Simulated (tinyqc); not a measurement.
The 3-omega method: a line heater on a substrate with a thin film. From one set of inputs to another, one input at a time. Computed by tinyqc, a small Python program. Command: `OMP_NUM_THREADS=1 python tinyqc.py 3003989 3003990 out.jsonl threeomega ladder`. One thread of a shared host (Intel(R) Xeon(R) Processor @ 2.30GHz), about 0.01 s of CPU time with the checks.

A current at angular frequency omega = 2 pi f heats the line at 2 omega with the amplitude P per length; the temperature swing Delta T at 2 omega gives a voltage at 3 omega. The substrate is taken as semi-infinite and isotropic, and the heat capacity of heater and film is left out.

The inputs printed are set A. Set A is modelled on silicon nitride on germanium; the values taken over come from a set modelled on silica on silica. Inputs not listed in the table keep their values of set A, so the rows need not describe a real material.

Inputs (values chosen for the exercise, modelled on silicon nitride on germanium):
```
quantity                                    value           unit
substrate conductivity kappa                 61.2        W/(m K)
substrate heat capacity C                    1.75  1e6 J/(m^3 K)
heater half-width b                           2.1     micrometre
power amplitude per length P                   50            W/m
current frequency f                          4600             Hz
film thickness t                              120             nm
film conductivity kappa_f                     2.6        W/(m K)
interface resistance R_i                      6.2       m^2 K/GW
substrate thickness d_s                       380     micrometre
temperature coefficient of resistance beta    2.6         1e-3/K
voltage amplitude V_1                         2.8              V
```

Method:
- D = kappa/C; q = sqrt(2 i omega/D); penetration depth 1/|q| = sqrt(D/(2 omega)).
- Delta T_s = (P/(pi kappa)) int_0^infinity (sin x/x)^2 / sqrt(x^2 + (q b)^2) dx with (q b)^2 = i |q b|^2, averaged over the heater width (12 Gauss-Legendre points on each of the pieces 0, 14 log-spaced edges from 1e-5 to 1, and multiples of pi to 40 pi; the tail adds 1/(4 (40 pi)^2)).
- For |q| b much below 1: Delta T_s = (P/(pi kappa)) [-ln(|q| b) + eta - i pi/4], eta = 3/2 - C_E = 0.92278, with Euler's C_E = 0.5772157.
- One-dimensional flow across the film: Delta T_f = P (t/kappa_f + R_i)/(2 b); total in-phase swing Delta T = Delta T_s + Delta T_f; third-harmonic amplitude V_3 = V_1 beta |Delta T|/2 with the out-of-phase part included; the apparent film conductivity is t/(t/kappa_f + R_i).

Each row keeps all changes above it:
```
input moved                                from    to  Delta T_f (K)  film share of the in-phase swing  out-of-phase Delta T_s (K)
set A                                         -     -          0.623                            0.4146                     -0.2032
interface resistance R_i (m^2 K/GW)         6.2    39          1.014                            0.5353                     -0.2032
power amplitude per length P (W/m)           50   4.9          0.099                            0.5353                     -0.0199
substrate heat capacity C (1e6 J/(m^3 K))  1.75  1.68          0.099                            0.5338                     -0.0199
current frequency f (Hz)                   4600    62          0.099                            0.4123                     -0.0200
film conductivity kappa_f (W/(m K))         2.6   1.5          0.139                            0.4950                     -0.0200
film thickness t (nm)                       120   250          0.240                            0.6288                     -0.0200
substrate conductivity kappa (W/(m K))     61.2   1.3          0.240                            0.0522                     -0.9390
```

Where does the difference come from?

Delta T_f goes from 0.623 to 0.240, a factor 0.385 in all. The largest single move comes from power amplitude per length P (a factor 0.0980), and film thickness t works against it (a factor 1.73). Film share of the in-phase swing goes from 0.415 to 0.0522, a factor 0.126 in all. The largest single move comes from substrate conductivity kappa (a factor 0.0830), and interface resistance R_i works against it (a factor 1.29). Out-of-phase Delta T_s goes from -0.203 to -0.939, -0.736 in all. The largest single move comes from substrate conductivity kappa (-0.919), and power amplitude per length P works against it (+0.183). The single moves hold for this order of the switches; the total does not depend on the order.

Caution (rows current frequency f, film conductivity kappa_f, film thickness t): the penetration depth exceeds a fifth of the substrate thickness, so the back face is felt and the semi-infinite formula fails. Caution (rows substrate conductivity kappa): the film does not conduct much worse than the substrate, so heat spreads in it and the one-dimensional step is only approximate, and wrong once kappa_f nears or exceeds kappa.

Extremes, crossings and ranges named in words are read from the listed rows.
